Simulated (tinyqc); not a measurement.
The size of the error: propagation of a band-gap error through k.p and effective-mass formulas.

Chain, for a gap E (the reference Eg or another value), with Ep and Dso kept: 1/me = 1 + Ep (E + 2 Dso/3)/(E (E + Dso)); g* = 2 - 2 Ep Dso/(3 E (E + Dso)); g1(E) = g1 + (Ep/3)(1/E - 1/Eg), g2(E) = g2 + (Ep/6)(1/E - 1/Eg), light hole 1/(g1 + 2 g2), heavy hole 1/(g1 - 2 g2) along [100]; optical constant ei(E) = 1 + (ei - 1)(EP/(EP + E - Eg))^2, static e0(E) = ei(E) + e0 - ei.

Donor: R = Ry me/e0^2, a_B = a0 e0/me, Mott density (0.26/a_B)^3. Nc, Nv = 2 (m kT/(4 pi c))^(3/2), c = hbar^2/2m0, ni = sqrt(Nc Nv) exp(-E/2kT). Exciton: Ry mu/e0^2 with 1/mu = 1/me + g1(E). 1 angstrom^-3 = 1e24 cm^-3.

Constants: Ry = 13.60569312 eV; a0 (Bohr radius) = 0.5291772105 angstrom; kB = 8.617333262e-05 eV/K; hbar^2/2m0 = 3.80998211 eV angstrom^2.

Values chosen for the exercise (reference values near those of GaSb, gap at low temperature; not measured data): Eg = 0.825 eV (gap at Gamma to the s-like level); Dso = 0.751 eV (spin-orbit splitting); Ep = 27.4 eV (Kane energy); g1 = 13.34 (Luttinger gamma1); g2 = 4.72 (gamma2); e0 = 15.9 (static dielectric constant); ei = 14.39 (optical dielectric constant); EP = 4.16 eV (mean (Penn) gap); mh = 0.5 m0 (density-of-states mass of the holes); T = 400 K (temperature).

E = f Eg; ratios against f = 1.

Results:
```
f     E (eV)  me ratio  light-hole ratio  e0 ratio  donor ratio  Mott ratio       g*  log10 ni ratio
0.25   0.206     0.292             0.255     1.320        0.168      0.0108  -67.483            3.50
0.40   0.330     0.447             0.407     1.243        0.289      0.0464  -36.456            2.86
0.60   0.495     0.640             0.607     1.151        0.483       0.172  -20.242            1.93
0.80   0.660     0.823             0.805     1.071        0.718       0.454  -12.731            0.98
1.00   0.825     1.000             1.000     1.000        1.000        1.00   -8.551            0.00
1.20   0.990     1.172             1.193     0.937        1.335        1.96   -5.959           -0.99
1.50   1.238     1.422             1.479     0.855        1.945        4.60   -3.575           -2.48
2.00   1.650     1.823             1.945     0.744        3.290        14.7   -1.463           -5.00
```

What does the comparison show?

Between f = 0.8 and 1.2 the mean powers d ln(ratio)/d ln f are 0.87 for me, 0.97 for the light hole, -0.33 for e0, 1.53 for the donor energy and 3.60 for the Mott density; ni moves by -0.60 decades per 0.1 eV, against -0.1 eV/(2 kT ln 10) = -0.63 from the exponential alone, the rest coming from Nc through me^(3/4). Rows with E below about 8 kT bring ni near Nc, beyond Boltzmann statistics. g* keeps its sign, from -67.48 to -1.46.

tinyqc: `OMP_NUM_THREADS=1 python tinyqc.py 1850401 1850402 out.jsonl`; about 0.01 s, one thread, shared Intel(R) Xeon(R) Processor @ 2.30GHz.
